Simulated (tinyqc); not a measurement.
Worked calculation: Hubbard ring of 3 sites. One step of it, computed by the program tinyqc.

Task: The many-body Hamiltonian. Basis: all placements (u, d, 2, 0 on each site), up operators ordered before down ones; hops carry the sign of the same-spin electrons passed.

one-body matrix (hopping and site energies) (eV):
```
           1          2          3
1  -0.380000  -1.480000  -1.480000
2  -1.480000   0.220000  -1.480000
3  -1.480000  -1.480000   0.650000
```

U = 1.800000 eV

electrons, up and down: 2  2

Give: H.

Result:

H (eV):
```
         220      2ud      u2d      2du      202      ud2      d2u      du2
220   3.2800  -1.4800   1.4800  -1.4800   0.0000   0.0000   1.4800   0.0000
2ud  -1.4800   1.9100  -1.4800   0.0000  -1.4800   0.0000   0.0000   1.4800
u2d   1.4800  -1.4800   2.5100   0.0000   0.0000  -1.4800   0.0000   0.0000
2du  -1.4800   0.0000   0.0000   1.9100  -1.4800   1.4800  -1.4800   0.0000
202   0.0000  -1.4800   0.0000  -1.4800   4.1400  -1.4800   0.0000  -1.4800
ud2   0.0000   0.0000  -1.4800   1.4800  -1.4800   2.9400   0.0000   0.0000
d2u   1.4800   0.0000   0.0000  -1.4800   0.0000   0.0000   2.5100  -1.4800
du2   0.0000   1.4800   0.0000   0.0000  -1.4800   0.0000  -1.4800   2.9400
022   0.0000   0.0000   1.4800   0.0000   0.0000  -1.4800   1.4800  -1.4800

         022
220   0.0000
2ud   0.0000
u2d   1.4800
2du   0.0000
202   0.0000
ud2  -1.4800
d2u   1.4800
du2  -1.4800
022   5.3400
```
